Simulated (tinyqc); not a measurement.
# From one set of inputs to another, one input at a time

Model: equilibrium and kinetic segregation of a solute to boundaries and growing surfaces. Computed by tinyqc, a small Python program. Command: `OMP_NUM_THREADS=1 python tinyqc.py 3007532 3007533 out.jsonl segreg ladder`. One thread of a shared host (Intel(R) Xeon(R) Processor @ 2.30GHz), about 0.01 s of CPU time with the checks.

The inputs printed are set A. Inputs not listed in the table keep their values of set A, so the rows need not describe a real material.

Inputs (values chosen for the exercise, modelled on phosphorus in polycrystalline silicon):
```
quantity                    value   unit
segregation energy Q        0.409     eV
total solute fraction x0  0.00033      -
temperature T                1025      K
grain size d                  680     nm
boundary thickness delta     0.57     nm
bulk diffusivity D        6.7e-18  m^2/s
anneal time t                  15      s
```

Isotherm: Langmuir-McLean.

Constants: k_B = 8.617333262e-05 eV/K.

Method:
- With theta the solute fraction on boundary sites and x that in the grains, theta/(1 - theta) = [x/(1 - x)] exp[Q/(k_B T)].
- The coverage theta_inf is that for x = x0.
- Finite grains: boundary sites are the fraction f = 3 delta/d, and x0 = (1 - f) x + f theta; solve both equations for theta; share at boundaries = f theta/x0.
- McLean kinetics from a uniform start, fed from both sides, with a constant enrichment beta = theta_inf/x0: (theta - x0)/(theta_inf - x0) = 1 - exp(s^2) erfc(s), s = 2 sqrt(D t)/(beta delta); half filling at s = 0.7691, t = (0.7691 beta delta/2)^2/D. D is an input and does not follow T.

Each row keeps all changes above it:
```
input moved                       from       to  fraction x left in the grains  share of solute at boundaries (%)  time to half filling (s)
set A                                -        -                      2.643e-04                              20.12                        71
total solute fraction x0       0.00033  0.00053                      4.258e-04                              19.86                        68
segregation energy Q (eV)        0.409    0.586                      1.993e-04                              62.49                      2110
temperature T (K)                 1025     1050                      2.182e-04                              58.93                      1676
boundary thickness delta (nm)     0.57     0.56                      2.207e-04                              58.46                      1618
grain size d (nm)                  680       86                      3.969e-05                              92.66                      1618
```

Which inputs carry the difference?

Fraction x left in the grains goes from 2.64e-4 to 3.97e-5, a factor 0.150 in all. The largest single move comes from grain size d (a factor 0.180), and total solute fraction x0 works against it (a factor 1.61). Share of solute at boundaries goes from 20.1 to 92.7, a factor 4.61 in all. The largest single move comes from segregation energy Q (a factor 3.15). Time to half filling goes from 70.6 to 1620, a factor 22.9 in all. The largest single move comes from segregation energy Q (a factor 31.1). The single moves hold for this order of the switches; the total does not depend on the order.

Caution (rows segregation energy Q, temperature T, boundary thickness delta, grain size d): half of theta_inf exceeds the equilibrium coverage of grains of this size, so half filling is never reached in them. Caution (rows grain size d): by the time of half filling the diffusion length reaches across the grain, so the real time is longer or half filling is never reached.

Extremes, crossings and ranges named in words are read from the listed rows.
